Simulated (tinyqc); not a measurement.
# One-dimensional ballistic tunnel FET, two-band WKB: what changes with what

A p-type source for x < 0 with its Fermi level at 0 and its valence edge at ds; in the channel the bands fall as D exp(-x/lam) towards their flat values, with the conduction edge at Ec = ds - dP and D = dP + Eg. The gate moves dP one to one. The drain Fermi level lies at -Vd and the drain side reflects nothing. For w = E - Ec between 0 and dP an electron crosses the gap. Two-band dispersion with equal masses m: inside the gap kappa = sqrt(m u (1 - u/Eg)/C), u the distance from a band edge, C = hbar^2/(2 m0).

Inputs (values chosen for the exercise); band and dielectric values close to those of In0.53Ga0.47As:
- T = 300 K (temperature)
- Eg = 0.745 eV (band gap)
- m = 0.053 m0 (band-edge mass of the two-band model)
- lam = 2.3 nm (screening length of the source junction)
- ds = 0.12 eV (source valence edge above the source Fermi level)
- Vd = 0.3 V (drain bias)
- g = 1 (number of degenerate subbands (spin apart))
- dP = 0.35 eV (tunnelling window Ev(source) - Ec(channel))

Constants: q = 1.602176634e-19 C, kB = 1.380649e-23 J/K, hbar = 1.054571817e-34 J s, h = 6.62607015e-34 J s, m0 = 9.1093837015e-31 kg, Vt = kB T/q, hbar^2/(2 m0) = 0.0380998212 eV nm^2. Results are converted to the units shown.

Each table varies one quantity; the others keep the values above.

## Transfer curve and swing

S(w) = 2 lam int_0^Eg kappa(u) du/(w + Eg - u) = 2 pi lam sqrt(m/(C Eg)) [w + Eg/2 - sqrt(w (w + Eg))], T(w) = exp(-S). I = g (2 q^2/h) int_0^dP T(w) [f(E) - f(E + Vd)] dw, E = ds - dP + w, f(x) = 1/(1 + exp(x/Vt)). Swing = d(dP)/d(log10 I).

Results:

| dP (eV) | T(w = dP) | I (uA) | swing (mV/decade) |
|---|---|---|---|
| 0.0094 | 0.002799 | 1.504e-5 | 13.09 |
| 0.021 | 0.005164 | 6.527e-5 | 23.82 |
| 0.03 | 0.007175 | 1.404e-4 | 30.36 |
| 0.045 | 0.01088 | 3.796e-4 | 39.05 |
| 0.066 | 0.01673 | 0.001149 | 48.11 |
| 0.097 | 0.02657 | 0.004391 | 58.47 |
| 0.14 | 0.04202 | 0.01963 | 75.86 |
| 0.21 | 0.06999 | 0.1057 | 122.7 |
| 0.31 | 0.1125 | 0.4399 | 210.6 |

Estimate the missing row, dP = 0.014 eV.

Computed row:

| dP (eV) | T(w = dP) | I (uA) | swing (mV/decade) |
|---|---|---|---|
| 0.014 | 0.003710 | 2.998e-5 | 17.75 |

With this row back in the table: I rises from 1.50e-5 to 0.440 uA and the swing rises from 13.1 to 211 mV/decade. The thermionic limit is Vt ln 10 = 59.5 mV/decade; the swing stays under it up to dP = 0.097 eV among the rows, where I is 0.00439 uA, 1.0 % of the last row. Leakage below the onset is not in the model.

## Output curve

Same model as above.

Result of one run:

| Vd (V) | I (uA) |
|---|---|
| 0.02 | 0.1140 |

What becomes of these results when the drain bias Vd is changed from 0.02 to 0.09 V, all else the same?

Result of the changed run:

| Vd (V) | I (uA) |
|---|---|
| 0.09 | 0.4188 |

The whole series:

| Vd (V) | I (uA) |
|---|---|
| 0.02 | 0.1140 |
| 0.09 | 0.4188 |
| 0.16 | 0.5858 |
| 0.24 | 0.6500 |
| 0.31 | 0.6574 |
| 0.38 | 0.6579 |
| 0.45 | 0.6580 |
| 0.53 | 0.6580 |
| 0.6 | 0.6580 |

I rises from 0.114 to 0.658 uA; it reaches 95 % of the last value at Vd = 0.24 V among the rows. The drain Fermi level passes the channel conduction edge at Vd = dP - ds = 0.230 V, after which the back flow dies out. The window dP is held fixed.

Numbers from tinyqc (`OMP_NUM_THREADS=1 python tinyqc.py 2620011 2620012 out.jsonl`; about 0.01 s on one thread of a shared Intel Xeon 2.30GHz).
